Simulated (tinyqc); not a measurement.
Inside a calculation. Model: band-to-band tunnelling and avalanche in a reverse-biased abrupt junction. Computed by tinyqc, a small Python program that keeps every step. Command: `OMP_NUM_THREADS=1 python tinyqc.py 3013717 3013718 out.jsonl zener walk`. One thread of a shared host (Intel(R) Xeon(R) Processor @ 2.30GHz), about 0.01 s of CPU time with the checks. Intermediate numbers are printed to about 7 digits and carried at full precision; extremes and crossings named in words are read from the listed rows.

Direct Kane tunnelling in the local field (for indirect gaps the mass is an effective fit) and one ionisation coefficient for both carriers. N is the doping of the light side, or N_A N_D/(N_A + N_D) for the symmetric junction; the built-in voltage is taken as E_g/e.

Inputs (values chosen for the exercise, modelled on silicon):
```
quantity                                               value    unit
band gap at 300 K, E_g                                  1.14      eV
gap narrowing with temperature, -dE_g/dT                0.28   meV/K
reduced tunnelling mass m_r                              0.2     m_0
permittivity eps                                        11.7       -
ionisation prefactor a                                 1e+06    1/cm
ionisation field at 300 K, b                        1.65e+06    V/cm
relative rise of b with temperature                      8.6  1e-4/K
effective doping N                                   6.7e+18  1/cm^3
reverse bias V_R                                           2       V
current density that defines tunnel breakdown, J_0         1  A/cm^2
temperature T                                            200       K
```

Junction: symmetric.

Constants: eps_0 = 8.8541878128e-12 F/m; e = 1.602176634e-19 C; m_0 = 9.1093837015e-31 kg; hbar = 1.054571817e-34 J s.

## Junction at the given bias

E_g(T) = E_g - (T - 300 K)(-dE_g/dT); b(T) = b [1 + (rise)(T - 300 K)]; w = sqrt(2 eps eps_0 (V_R + E_g/e)/(e N)); F_m = 2 (V_R + E_g/e)/w; the field falls linearly from F_m to 0 on both sides.

E_g(T) = 1.168 eV

depletion width w = 24.72762 nm

peak field F_m = 2.562317 MV/cm

shortest tunnelling distance E_g/(e F_m) = 4.558374 nm

## Kane coefficients and peak generation rate

Kane: G(F) = A F^2 exp(-B/F), A = e^2 sqrt(m_r)/(18 pi hbar^2 sqrt(E_g)), B = pi sqrt(m_r) E_g^(3/2)/(2 e hbar), SI units; J = e int G dx x V_R/(V_R + E_g/e), the last factor making J vanish at zero bias; int G dx = (w/F_m) int_0^F_m G dF by 64 Gauss-Legendre points.

A = 4.027439e+20 1/(cm s V^2)

B = 32.12349 MV/cm

B/F_m = 12.53689

G(F_m) = 9.497143e+27 1/(cm^3 s)

## Tunnel current and multiplication

Avalanche: I = (w/F_m) int_0^F_m a exp(-b/F) dF by 64 Gauss-Legendre points, M = 1/(1 - I), breakdown at I = 1.

tunnel current density = 145.5937 A/cm^2

ionisation integral I = 0.6959301

The estimate e G(F_m) w (F_m/B) V_R/(V_R + E_g/e), which keeps only the region near the peak, gives 189 A/cm^2.

## Which breakdown comes first?

V_Z solves J = J_0 and V_A solves I = 1; the lower one is the breakdown voltage; temperature coefficients by a central difference of +/- 10 K.

tunnel breakdown V_Z = 0.7544003 V

avalanche breakdown V_A = 3.468175 V

breakdown voltage = 0.7544003 V

dV_Z/dT = -0.8182357 mV/K

dV_A/dT = 4.260256 mV/K

Tunnelling comes first, at 0.6 E_g/e. V_Z falls on heating because the gap shrinks, and V_A rises because carriers lose more energy to phonons. Caution: V_A is below about 5 E_g/e, where the local law understates it, since it ignores the distance a carrier needs to reach the ionisation energy.

## Against the doping

The formulas are those given above.

Breakdown:
```
N (1/cm^3)       V_Z (V)   V_A (V)  F_m at breakdown (MV/cm)       first
1.30e+17    6.234236e+01  10.59112                  0.687641   avalanche
3.40e+17    2.524317e+01   6.60029                  0.903868   avalanche
8.00e+17    1.099397e+01   4.67582                  1.202532   avalanche
2.00e+18    4.191655e+00   3.64339                  1.725255   avalanche
4.00e+18    1.766066e+00   3.38490                  1.905320  tunnelling
6.70e+18    7.544003e-01   3.46818                  1.996008  tunnelling
1.30e+19    9.578396e-02   3.98162                  2.254296  tunnelling
```

The mechanism changes between 2.00e18 and 4.00e18 per cm^3. Across the table V_Z + E_g/e scales as N^-0.85 and V_A as N^-0.21: tunnelling needs a nearly fixed field, while avalanche in a thinner layer needs a higher one. Rows with V_Z below E_g/e understate it, since the local Kane formula overestimates the current there. Rows with V_A below about 5 E_g/e understate it, since the local law ignores the distance a carrier needs to reach the ionisation energy; silicon and germanium junctions change over near 4 to 6 E_g/e.

Checks made by the program: field integral against adaptive quadrature in x (relative difference below 1e-10).
